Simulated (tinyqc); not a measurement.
Inside a calculation. Model: classical Heisenberg spin chain: exact results, Metropolis, heat-bath and over-relaxation steps, and a Monte Carlo run. Computed by tinyqc, a small Python program that keeps every step. Command: `OMP_NUM_THREADS=1 python tinyqc.py 3130149 3130150 out.jsonl heismc walk`. One thread of a shared host (Intel(R) Xeon(R) Processor @ 2.30GHz), about 0.2 s of CPU time with the checks. Intermediate numbers are printed to about 6 digits and carried at full precision; extremes and crossings named in words are read from the listed rows.

E = -J sum_i s_i . s_(i+1) for unit vectors s_i on an open chain; K = J/(k_B T).

Inputs (values chosen for the exercise, for a model chain of large moments):
```
quantity                     value  unit
coupling J                     7.9   meV
temperature T                  216     K
moment mu                      4.2  mu_B
length N of the open chain      24     -
seed                        272943     -
```

Update: heat bath with over-relaxation.

Constants: k_B = 8.617333262e-05 eV/K; mu_B = 5.7883818060e-05 eV/T.

## Exact results

Each bond angle is independent, so u = <s_i . s_(i+1)> = coth K - 1/K, <s_i . s_(i+n)> = u^n, correlation length xi = -1/ln|u|, energy per bond -J u, heat capacity per bond c/k_B = 1 - K^2/sinh^2 K, and for the long chain chi = mu^2 (1 + u)/(3 k_B T (1 - u)) per spin.

K = 0.424425

u = 0.139804

xi = 0.508257 sites

energy per bond = -1.10446 meV

heat capacity = 0.0579424 k_B/bond

chi over the Curie value = 1.32505

chi = 0.0242293 mu_B/T per spin

For |K| << 1, u = K/3 = 0.1415.

## Finite chain

For N spins, <|sum s|^2>/N = (1 + u)/(1 - u) - 2 u (1 - u^N)/(N (1 - u)^2); the long chain has (1 + u)/(1 - u), chi over the Curie value, and the difference is relative to it.

<|sum s|^2>/N = 1.30931

difference from the long chain = -1.18826 %

## Four single-spin steps

four neighbouring spins (rows; components x, y, z):
```
         1        2        3
1   0.9342  -0.3566   0.0078
2  -0.0433   0.9125   0.4067
3  -0.2737  -0.7480  -0.6046
4   0.8843  -0.4477   0.1325
```

random numbers, one row a step:
```
        1       2       3
1  0.2333  0.7062  0.8102
2  0.5628  0.0298  0.3246
3  0.9347  0.9791  0.5017
4  0.3211  0.3217  0.0294
```

The given spins are first normalised. Spins 2 and 3 are updated in turn, with h = K (sum of the two neighbours). Heat bath: cos(theta) = 1 + ln(1 - r1 (1 - exp(-2 |h|)))/|h| about n = h/|h|, azimuth 2 pi r2 = phi in the frame a = n x z/|n x z|, b = n x a: s = n cos(theta) + sin(theta)(a cos(phi) + b sin(phi)); r1, r2 are the first two numbers of the row. Steps 2 and 4 are reflections, s -> 2 (s . h) h/|h|^2 - s, which keep the energy and use no random number.

Steps:
```
spin       |h|  h . s before  h . s after        move          x          y          z
2     0.602124     -0.542981     0.423799   heat bath   0.640964  -0.695791   0.324100
3     0.831972      0.068676     0.068676  reflection   0.402165   0.651711   0.643068
2     0.643202      0.365936    -0.485285   heat bath  -0.561066  -0.790240  -0.246428
3     0.545179     -0.318338    -0.318338  reflection  -0.696046   0.473782  -0.539491
```

## A run and its error bars

From the ordered state (alternating for J < 0), with each spin drawn from exp(h . s), h = K x sum of neighbours, 200 sweeps are discarded and 1600 recorded (even and odd sites in turn, each heat-bath sweep followed by two sweeps of reflections; random numbers not printed, so these rows are one sample). Errors are the scatter of block means over sqrt(number of blocks).

Blocking:
```
block length  mean bond product       error  <|sum s|^2>/N      error
1                      0.142156  0.00295714        1.32901  0.0260488
4                      0.142156  0.00297040        1.32901  0.0252540
16                     0.142156  0.00312393        1.32901  0.0242248
40                     0.142156  0.00324277        1.32901  0.0280948
80                     0.142156  0.00329028        1.32901  0.0311210
```

With blocks of 40 the bond product is 0.7 error bars from the exact u = 0.1398, and <|sum s|^2>/N is 0.7 from the exact 1.309. Blocking to 40 changes the two errors by factors 1.1 and 1.1.

Checks made by the program: c against a difference of the energy (relative difference 2e-09).
